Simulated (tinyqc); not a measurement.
Anisotropic elasticity and sound waves of a cubic crystal: one step, computed by the program tinyqc.

Voigt order 1..6 = xx, yy, zz, yz, xz, xy, with engineering shear strains. The rotated frame has x' as named, z' along the wafer normal and y' = z' x x'.

Problem. Sound waves along the wave normal. In the cube axes, with unit normal n: G_ij = (C12 + C44) n_i n_j + (C44 - H n_i^2) delta_ij, eigenvalues rho v^2, eigenvectors u (columns, largest component positive). Group velocity V_i = [(C12 + C44)(u.n) u_i + C44 n_i - H u_i^2 n_i]/(rho v); its angle to n has cosine v/|V|.

Inputs (values chosen for the exercise, modelled on indium arsenide): C12 = 45.91 GPa; C44 = 39.63 GPa; density rho = 5.653 g/cm^3.

Frame: (001) wafer, x' along [210].

wave normal (not normalised): 1  2.5  3.2

H = 43.15 GPa

Give: Christoffel matrix; phase velocities; polarisations; group speeds; angles between V and n.

Solution.

Christoffel matrix (GPa):
```
       x      y      z
x  42.05  12.23  15.65
y  12.23  54.78  39.13
z  15.65  39.13  64.45
```

phase velocities (m/s): 1886  2521  4315

polarisations:
```
      slow     fast  longitudinal
x   0.0708   0.9515        0.2993
y   0.7354  -0.2526        0.6288
z  -0.6739  -0.1756        0.7177
```

group speeds (m/s): 2032  2694  4341

angles between V and n (degree): 21.90  20.68  6.26

Energy flows off the wave normal by up to 21.9 degrees, for the slow transverse wave.
